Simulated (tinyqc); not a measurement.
Inside a calculation. Method: Ewald sum of point charges, bcc lattice in a neutralising background. Computed by tinyqc, a small Python program that keeps every step. Command: `OMP_NUM_THREADS=1 python tinyqc.py 26860 26861 out.jsonl` (the two numbers bound the seeds that draw the settings). One thread of a shared host (Intel(R) Xeon(R) Processor @ 2.60GHz), about 0.05 s of CPU time with the checks.

## Ewald sum with eta = 0.292 1/bohr

cell vectors (rows) (bohr):
$$\begin{pmatrix}
12.2600 & 0.0000 & 0.0000 \\
0.0000 & 12.2600 & 0.0000 \\
0.0000 & 0.0000 & 12.2600
\end{pmatrix}$$

Charges:
```
q           f1      f2      f3
1.0000  0.0000  0.0000  0.0000
1.0000  0.5000  0.5000  0.5000
```

Real space: 1/2 sum q_i q_j erfc(eta r)/r over all images with r > 0; reciprocal space: (2 pi/V) sum_(G != 0) exp(-G^2/4 eta^2)/G^2 |S(G)|^2 with S(G) = sum q exp(i G.r); self term -eta/sqrt(pi) sum q^2; background -pi Q^2/(2 V eta^2), Q the total charge.

Real-space shells (first ones):
```
r (bohr)  pairs  sum (hartree)
10.6175      16       8.76e-06
12.2600      12       2.02e-07
17.3383      24              0
20.3309      48              0
```

Reciprocal shells (first ones that count):
```
G^2 (1/bohr^2)  vectors  sum (hartree)
0.5253               12         0.0668
1.0506                6         0.0036
1.5759               24         0.0020
2.1012               12       1.64e-04
2.6265               24       5.64e-05
3.1518                8       3.36e-06
3.6771               48       3.70e-06
4.2024                6       8.67e-08
4.7277               36       9.91e-08
5.2530               24       1.27e-08
5.7783               24       2.48e-09
6.3036               24       4.88e-10
```

## The total does not depend on eta

The same sums for other eta.

Totals (hartree per cell):
```
eta         real  reciprocal     self  background      total
0.2920  8.96e-06      0.0726  -0.3295     -0.0400  -0.296838
0.4300  8.07e-11      0.2068  -0.4852     -0.0184  -0.296838
0.4950         0      0.2756  -0.5585     -0.0139  -0.296838
```

shortest distance = 10.6175 bohr
